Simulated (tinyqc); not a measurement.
One-electron ion in a basis of Gaussians, step by step. One step of it, computed by the program tinyqc.

Problem. Generalised eigenproblem. Solve H C = S C e through S^(-1/2); each column has its largest component positive (the first on a tie).

H = T + V (hartree), lower triangle:
```
            1           2          3           4
1   -8.972309
2  -10.148403   -9.586743
3   -9.444598  -11.178775  24.921266
4   -7.366106  -15.475886  25.903800  266.484553
```

S, lower triangle:
```
          1         2         3         4
1  1.000000
2  0.666171  1.000000
3  0.262689  0.666031  1.000000
4  0.087282  0.262633  0.666072  1.000000
```

Give: eigenvalues of S; eigenvalues; coefficients.

Solution.

eigenvalues of S: 0.1268  0.4038  1.1198  2.3495

eigenvalues (hartree): -12.4469  2.1735  72.7508  481.1754

coefficients:
```
        1        2        3        4
1  0.5032   1.2360   0.4919  -0.1761
2  0.5234  -1.1260  -1.3821   0.5782
3  0.1039  -0.0503   1.4498  -1.2924
4  0.0215  -0.0284  -0.0431   1.4318
```

For Z = 5 and l = 0 the exact lowest level is -Z^2/(2 n^2) with n = l + 1: -12.500000 hartree.
